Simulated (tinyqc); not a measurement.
# Worked calculation: charge stability of a double quantum dot, constant-interaction model with a charge sensor

Program tinyqc, `OMP_NUM_THREADS=1 python tinyqc.py 2470109 2470110 out.jsonl`; Intel Xeon 2.30GHz, shared host, one thread, about 0.01 s. Printed values are rounded.

Capacitance matrix C = [[C1, -Cm], [-Cm, C2]], C1 = G1 + X1 + Cm + L1, C2 = G2 + X2 + Cm + L2. Gate charges n1 = (G1 V1 + X1 V2)/q, n2 = (X2 V1 + G2 V2)/q. The state (N1, N2) has U = (1/2) d^T E d with d = (N1 - n1, N2 - n2) and E = q^2 C^(-1). Leads at 0 V; no tunnel coupling, spin or level spacing. The sensor reads s1 <N1> + s2 <N2>.

Values chosen for this exercise:
- G1 = 8.9 aF (gate 1 to dot 1)
- G2 = 10 aF (gate 2 to dot 2)
- X1 = 1.7 aF (gate 2 to dot 1)
- X2 = 2 aF (gate 1 to dot 2)
- Cm = 19 aF (between the dots)
- L1 = 32 aF (dot 1 to leads and ground)
- L2 = 38 aF (dot 2 to leads and ground)
- s1 = 0.66 (sensor weight of dot 1)
- s2 = 0.29 (sensor weight of dot 2)
- T = 1.1 K (temperature)
- V1 = 26.4 mV (voltage of gate 1)
- V2 = 5.54 mV (voltage of gate 2)

Constants: q = 1.602176634e-19 C, kB = 1.380649e-23 J/K, Vt = kB T/q. Results are converted to the units shown.

## Charging energies and lever arms

E = q^2 C^(-1) holds EC1, EC2 on the diagonal and ECm off it; the lever arms are A = C^(-1) [[G1, X1], [X2, G2]] (row: dot, column: gate).

C (aF):

|  | 1 | 2 |
|---|---|---|
| 1 | 61.6 | -19 |
| 2 | -19 | 69 |

E (meV):

|  | 1 | 2 |
|---|---|---|
| 1 | 2.84235 | 0.78267 |
| 2 | 0.78267 | 2.53751 |

lever arms (eV/V):

|  | 1 | 2 |
|---|---|---|
| 1 | 0.167661 | 0.079010 |
| 2 | 0.075153 | 0.166684 |

gate charges: n1 1.52529, n2 0.67533

ECm is 29.1 % of the geometric mean of EC1 and EC2.

## Energies and occupation of the charge states

U for N1, N2 = 0, 1, 2; p is proportional to exp(-U/kB T), normalised over these nine states.

| state | U (meV) | p |
|---|---|---|
| (0,0) | 4.69122 | 0.000000 |
| (0,1) | 3.05251 | 0.000000 |
| (0,2) | 3.95131 | 0.000000 |
| (1,0) | 1.24843 | 0.000099 |
| (1,1) | 0.39240 | 0.823853 |
| (1,2) | 2.07388 | 0.000000 |
| (2,0) | 0.64799 | 0.055567 |
| (2,1) | 0.57463 | 0.120482 |
| (2,2) | 3.03879 | 0.000000 |

mean charges: <N1> 1.17605, <N2> 0.94433
sensor signal = 1.05005

The ground state is (1,1), 0.182 meV (1.92 kB T) below (2,1).

## Triple points

The states (0,0), (1,0), (0,1) meet where E n = (EC1/2, EC2/2), and (1,1), (1,0), (0,1) where E n = (EC1/2 + ECm, EC2/2 + ECm); the gate voltages follow from n.

gate charges:

|  | n1 | n2 |
|---|---|---|
| electron point | 0.395948 | 0.377873 |
| hole point | 0.604052 | 0.622127 |

gate voltages (mV):

|  | V1 | V2 |
|---|---|---|
| electron point | 6.20861 | 4.81247 |
| hole point | 9.32651 | 8.10227 |

distance between the points = 4.53255 mV

The line between the two points is the (1,0)-(0,1) transition, where an electron moves from dot to dot.
